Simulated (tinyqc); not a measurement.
## Input admittance of a MOSFET at zero drain bias: distributed channel and distributed gate: input impedance against frequency

Source and drain grounded, strong inversion, w = 2 pi f, Cox = eps0 eox/tox. The channel is an RC line of resistance 1/(mu Cox Vo) per square fed from both ends, so one finger has the intrinsic admittance y = i w Cox L tanh(g)/g per width, g = (1/2) sqrt(i w tau), tau = L^2/(mu Vo). The vertical resistance rv/L is in series with y, the overlaps 2 i w Cov in parallel: y_t = 1/(1/y + rv/L) + 2 i w Cov. The gate strip is a line of Rsh/L per length loaded by y_t, so a finger has Y = y_t Wf tanh(k)/k, k = (Wf/sd) sqrt(y_t Rsh/L); the device has Nf Y.

Low-frequency limits, with c = Cox L and ct = c + 2 Cov: R_strip = Rsh Wf/(3 sd^2 L Nf), R_ch = (c/ct)^2 L/(12 mu Cox Vo Wf Nf), R_vert = (c/ct)^2 rv/(L Wf Nf), C = ct Wf Nf. Z = 1/(Nf Y) = R + 1/(i w C), Q = |Im Z|/R, far-point signal |1/cosh k|.

Values chosen for this exercise; values of the order met in silicon radio-frequency transistors: relative permittivity of the gate insulator (close to silicon dioxide) eox = 3.9; insulator thickness tox = 2.8 nm; channel length L = 0.68 um; finger width Wf = 4.4 um; number of fingers Nf = 4; channel mobility mu = 120 cm^2/(V s); gate overdrive Vo = 0.43 V; sheet resistance of the gate Rsh = 3 ohm/square; vertical resistivity of the gate stack rv = 9.5 ohm um^2; number of ends at which a finger is contacted sd = 1; overlap and fringe capacitance on each side Cov = 0.4 fF/um.

Constants: eps0 = 8.8541878128e-14 F/cm where lengths are in cm. Results are converted to the units shown.

The same in every row: low-frequency R (ohm) = 44.45.

Result of one run:

| w tau | \|k\| | R (ohm) | C (fF) | Q | signal at the far point |
|---|---|---|---|---|---|
| 0.1689 | 0.03845 | 44.44 | 161.7 | 73.83 | 1.000 |

Which frequency f gave this result: 0.3, 2, 6, 40 or 300 GHz?

f = 0.3 GHz.

The whole series:

| f (GHz) | w tau | \|k\| | R (ohm) | C (fF) | Q | signal at the far point |
|---|---|---|---|---|---|---|
| 0.1 | 0.05631 | 0.02220 | 44.45 | 161.7 | 221.5 | 1.000 |
| 0.3 | 0.1689 | 0.03845 | 44.44 | 161.7 | 73.83 | 1.000 |
| 0.8 | 0.4504 | 0.06277 | 44.44 | 161.6 | 27.70 | 0.9999 |
| 2 | 1.126 | 0.09899 | 44.41 | 161.3 | 11.11 | 0.9996 |
| 6 | 3.378 | 0.1676 | 44.11 | 158.4 | 3.797 | 0.9965 |
| 20 | 11.26 | 0.2606 | 41.09 | 133.6 | 1.450 | 0.9813 |
| 40 | 22.52 | 0.3052 | 34.20 | 97.83 | 1.189 | 0.9712 |
| 100 | 56.31 | 0.3880 | 19.80 | 59.78 | 1.345 | 0.9578 |
| 300 | 168.9 | 0.5535 | 9.193 | 38.07 | 1.516 | 0.9259 |

R falls from 44.4 to 9.19 ohm and C falls from 162 to 38.1 fF. Q goes as f^(-1.00) between the first two rows and f^(0.11) between the last two, where w tau = 169 and |k| = 0.553. The low-frequency limits hold both R and C within 5 % up to f = 6 GHz among the rows.

Computed by the program tinyqc: `OMP_NUM_THREADS=1 python tinyqc.py 2262113 2262114 out.jsonl`, one thread of a shared Intel Xeon 2.30GHz, about 0.01 s for the whole run.
